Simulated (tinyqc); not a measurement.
Comparisons within one model: standing waves and exposure in a photoresist film. A value that a table varies takes the place of the one given here.

Normal incidence from air. Unexposed resist: N1 = n1 + i k1 with k1 = (A + B) lam/(4 pi), lam in micrometres. r01 = (1 - N1)/(1 + N1), t01 = 2/(1 + N1). Below the resist lie the layer Na = na + i ka and the substrate Ns = ns + i ks: r12 = (r1a + ras x)/(1 + r1a ras x), x = exp(4 pi i Na da/lam), r1a = (N1 - Na)/(N1 + Na), ras = (Na - Ns)/(Na + Ns). With p = exp(2 pi i N1 d/lam), the field at depth z is E(z) = t01 [exp(2 pi i N1 z/lam) + r12 p^2 exp(-2 pi i N1 z/lam)]/(1 + r01 r12 p^2), the relative intensity I(z) = n1 |E(z)|^2 and the reflectance R = |(r01 + r12 p^2)/(1 + r01 r12 p^2)|^2.

Values chosen for the exercise (a resist on polySi, indices near tabulated ones; not measured data): lam = 365 nm (vacuum wavelength); n1 = 1.716 (resist index); A = 0.3 1/micrometre (bleachable absorption (Dill A)); B = 0.09 1/micrometre (fixed absorption (Dill B)); d = 705 nm (resist thickness); ns = 4.957 (substrate n); ks = 2.573 (substrate k); na = 1.776 (n of the bottom antireflection layer); ka = 0.255 (its k); da = 61 nm (its thickness).

## Swing of the coupled dose with resist thickness

The mean of I is taken over 800 depths; the relative dose to clear is taken as 1/(mean of I over the lowest period, 60 depths), scaled to 1 in the first row.

Swing:
```
d (nm)       R  mean I  relative dose
705.0   0.1100  0.8335          1.000
722.7   0.0237  0.9140          0.919
740.5   0.0183  0.9219          0.924
758.2   0.0991  0.8457          1.015
775.9   0.1705  0.7731          1.110
793.6   0.1739  0.7621          1.120
811.4   0.1068  0.8182          1.042
829.1   0.0241  0.8931          0.962
846.8   0.0190  0.8994          0.966
864.5   0.0963  0.8277          1.058
882.3   0.1656  0.7592          1.153
900.0   0.1687  0.7495          1.163
917.7   0.1042  0.8025          1.086
```

The period is 106.4 nm, six rows. The relative dose swings between 0.919 and 1.163, a ratio (max - min)/mean of 0.234, against the estimate 4 sqrt(|r01|^2 |r12|^2) exp(-(A + B) d) = 0.200 for the oscillating part alone; the ratio from the table also holds the slow rise from absorption, 8.6 % over two periods, so the two are not strictly comparable. The dose is least sensitive to thickness at an extremum; the lowest dose listed is at 722.7 nm.

## Tuning the antireflection layer

da takes the values listed; the contrast is (Imax - Imin)/(Imax + Imin) over the lowest period of the resist (60 depths).

Results:
```
da (nm)  |r12|^2  contrast
0         0.3333     0.848
10        0.3249     0.843
20        0.2898     0.818
30        0.2307     0.764
40        0.1631     0.679
50        0.1043     0.578
60        0.0650     0.476
75        0.0448     0.407
90        0.0554     0.450
110       0.0726     0.482
140       0.0377     0.358
```

|r12|^2 starts at 0.3333 and is lowest, 0.0377, at 140 nm of those listed, where the contrast is 0.358 against 0.848. The contrast follows 2|r|/(1 + |r|^2), so even |r12|^2 = 0.01 leaves about 0.2. No listed thickness brings |r12|^2 below 0.01.

## What moves the exposure

The mean of I is over 800 depths. Each row changes one parameter from the base and keeps the others.

Results:
```
case                   |r12|^2       R  mean I  I at the bottom
base                    0.0622  0.1100  0.8335           1.0104
d = 715 nm              0.0622  0.0569  0.8823           1.0658
n1 = 1.733              0.0640  0.0764  0.8674           1.0579
B = 0.29 1/micrometre   0.0628  0.1012  0.7778           0.8797
ks = 2.316              0.0590  0.1108  0.8297           1.0054
da = 71 nm              0.0461  0.0413  0.8793           0.8071
ka = 0.332              0.0343  0.1022  0.8138           0.9373
```

The largest shifts from the base row, up to three for each result and ties (the steps differ in size, so this ranks the rows, not the parameters). |r12|^2: ka -0.0279, da -0.0161, ks -0.0032; unchanged at the printed digits by d. R: da -0.0687, d -0.0531, n1 -0.0336. mean I: B -0.0557, d +0.0488, da +0.0458. I at the bottom: da -0.2033, B -0.1307, ka -0.0731.

Run: tinyqc, `OMP_NUM_THREADS=1 python tinyqc.py 1681532 1681533 out.jsonl`; Intel(R) Xeon(R) Processor @ 2.30GHz, one thread, shared host; about 0.01 s of CPU time with all checks.
